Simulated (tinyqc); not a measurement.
On-chip interconnect, size-dependent resistivity and RC delay: one step of the calculation.

A rectangular line between two neighbours and two ground planes. Surface and grain-boundary scattering are added to the bulk resistivity as corrections; capacitances are parallel-plate values without fringing; inductance is ignored.

Question. Resistivity, resistance and capacitance per length. Metal width x = wd - 2 tl, height y = AR wd - tl; grain boundaries (Mayadas-Shatzkes): al = (lam/(gr x)) Rg/(1 - Rg), g = 1/[1 - 3 al/2 + 3 al^2 - 3 al^3 ln(1 + 1/al)] - 1; surfaces (Fuchs-Sondheimer, thick limit): s = (3/8) lam (1 - ps)(1/x + 1/y); rho = rho0 (1 + g + s); r = rho/(x y); c = eps0 ek (2 wd/hd + 2 Mf AR wd/sp).

Values chosen for this exercise; metal values close to those of copper: bulk resistivity rho0 = 1.7 uohm cm; bulk mean free path lam = 39.6 nm; specular share of surface scattering ps = 0; reflection coefficient of grain boundaries Rg = 0.58; grain size over the metal width gr = 0.7; drawn line width wd = 98 nm; aspect ratio, height over width AR = 2; liner on both walls and the bottom, not conducting tl = 1.5 nm; space to the neighbouring lines sp = 98 nm; dielectric height to the planes above and below hd = 160 nm; relative permittivity of the dielectric ek = 4.2; Miller factor of the neighbours Mf = 0.

Constants: eps0 = 8.8541878128e-12 F/m. Results are converted to the units shown.

Wanted: x; y; al; g; s; rho; r; c.

Answer.

x = 95.00 nm
y = 194.5 nm
al = 0.8223
g = 1.138
s = 0.2327
rho = 4.030 uohm cm
r = 2.181 ohm/um
c = 0.04555 fF/um

Program tinyqc, `OMP_NUM_THREADS=1 python tinyqc.py 2100074 2100075 out.jsonl`; Intel Xeon 2.30GHz, shared host, one thread, about 0.01 s.
